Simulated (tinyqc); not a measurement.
What moves the results: Wannier functions of a composite (isolated) pair of valence bands (bonds of an sp chain). A value that a table varies takes the place of the one given here.

Each atom has a hybrid pointing left (<) and right (>). H(k): diagonal +V3 on A, -V3 on B; <A<|A>> = -V1a, <B<|B>> = -V1b, <A>|B<> = -V2, <B>|A<> = -V2p exp(ik); k in 1/a, Bloch sums with exp(ikR). The two lowest bands are filled. Trial functions in cell 0: g1 = cos(c) A> + sin(c) B<, and g2 = sin(c) B> + cos(c) A< of cell 1, whose Bloch vector has cos(c) exp(-ik) on A<. Projection A_mn = <psi_m|g_n>, S = A^+ A, Loewdin U = A S^(-1/2), Bloch-like states w_n = sum_m psi_m U_mn, H_W(k) = U^+ diag(E) U. P = sum_m |psi_m><psi_m| is free of phase choices, and S = g^+ P g, w = P g S^(-1/2).

Values chosen for the exercise:
- V2 = 3.68 eV (coupling in the bond A-B inside the cell)
- V2p = 2.83 eV (coupling in the bond to the next cell)
- V1a = 0.8 eV (coupling of the two hybrids on A)
- V1b = 0.82 eV (the same on B)
- V3 = 0 eV (A at +V3, B at -V3)
- xb = 0.47 a (position of B (A at 0))
- c = 65 degrees (trial bonds cos(c) on A, sin(c) on B)

## Choice of the trial bonds

N = 12; centres and spreads in real space with point-like hybrids at R and R + xb; smallest eigenvalue of S over the mesh.

Trial angle:

| c (deg) | smallest S | centre 1 (a) | centre 2 (a) | sum of centres | total spread (a^2) | H_12(R = 0), mean over k (eV) |
|---|---|---|---|---|---|---|
| 15 | 0.638 | 0.2351 | 0.7349 | 0.9700 | 0.1297 | -0.4104 |
| 30 | 0.860 | 0.2351 | 0.7349 | 0.9700 | 0.1296 | -0.4085 |
| 45 | 0.984 | 0.2351 | 0.7349 | 0.9700 | 0.1296 | -0.4068 |
| 55 | 0.915 | 0.2351 | 0.7349 | 0.9700 | 0.1296 | -0.4057 |
| 65 | 0.794 | 0.2351 | 0.7349 | 0.9700 | 0.1296 | -0.4045 |
| 75 | 0.638 | 0.2351 | 0.7349 | 0.9700 | 0.1297 | -0.4032 |
| 85 | 0.465 | 0.2351 | 0.7349 | 0.9700 | 0.1298 | -0.4015 |

The sum of the centres stays at 0.9700 a within 0.0000: it gives the electronic polarisation, modulo a, and is fixed by the filled space. Single centres move by less than 0.0001 a here and H_12(0), a matter of gauge, moves by 9 meV. The total spread runs only from 0.1296 to 0.1298 a^2, so the orthogonalisation repairs even poor trials; the projection is best at c = 45 degrees among these rows, and the two bonds, isolated, have c = 45 and 45.

## Interpolating the pair or each band alone

Largest error on 25 points from 0 to pi. Pair: diagonalise the Hermitian part of sum_R exp(ikR) H(R) over the N cells nearest the origin, with H(R) the mean of exp(-ikR) H_W(k) on the mesh k = 2 pi j/N. Alone: the cosine series of each sorted band on the same mesh.

Errors (meV):

| N | pair | each band alone |
|---|---|---|
| 3 | 1.96619 | 46.12008 |
| 4 | 2.83111 | 6.72427 |
| 5 | 0.06743 | 8.82883 |
| 6 | 0.09784 | 1.39480 |
| 8 | 0.00434 | 0.38826 |
| 10 | 0.00019 | 0.10253 |
| 14 | 0.00000 | 0.00755 |

smallest spacing of the two filled bands = 0.8502 eV

At N = 6 the pair errs by 0.098 meV and the single bands by 1.4; at N = 10, 0.00019 against 0.10. Both fall exponentially: the pair at a rate tied to the gap to the empty bands (4.68 eV), the single bands at a slower one tied to their own spacing (0.850 eV at the closest). Not every column falls at every step, since even meshes hold k = pi and odd ones do not.

## What each parameter does

N = 12: centres, total spread (point-like hybrids at R and R + xb) and H_12(0). Each row changes one parameter from the base and keeps the others.

Results:

| case | centre 1 (a) | centre 2 (a) | total spread (a^2) | H_12(0) (eV) |
|---|---|---|---|---|
| base | 0.2351 | 0.7349 | 0.1296 | -0.4045 |
| V2 = 4.08 eV | 0.2351 | 0.7349 | 0.1291 | -0.4051 |
| V2p = 3.23 eV | 0.2351 | 0.7349 | 0.1291 | -0.4052 |
| V1a = 1 eV | 0.2341 | 0.7359 | 0.1309 | -0.4015 |
| V1b = 1.02 eV | 0.2361 | 0.7339 | 0.1309 | -0.5032 |
| V3 = 0.4 eV | 0.2596 | 0.6987 | 0.1276 | -0.4543 |
| xb = 0.52 a | 0.2601 | 0.7599 | 0.1294 | -0.4045 |

The largest shifts from the base row, up to three for each result and ties (the steps differ in size, so this ranks the rows, not the parameters). centre 1 (a): xb +0.0250, V3 +0.0245, V1b +0.0011; unchanged at the printed digits by V2 and V2p. centre 2 (a): V3 -0.0362, xb +0.0250, V1b -0.0011; unchanged at the printed digits by V2 and V2p. total spread (a^2): V3 -0.0021, V1b +0.0012, V1a +0.0012. H_12(0) (eV): V1b -0.0987, V3 -0.0498, V1a +0.0031; unchanged at the printed digits by xb.

Program tinyqc; command `OMP_NUM_THREADS=1 python tinyqc.py 1452187 1452188 out.jsonl`; about 0.3 s on one thread of a shared Intel(R) Xeon(R) Processor @ 2.30GHz.
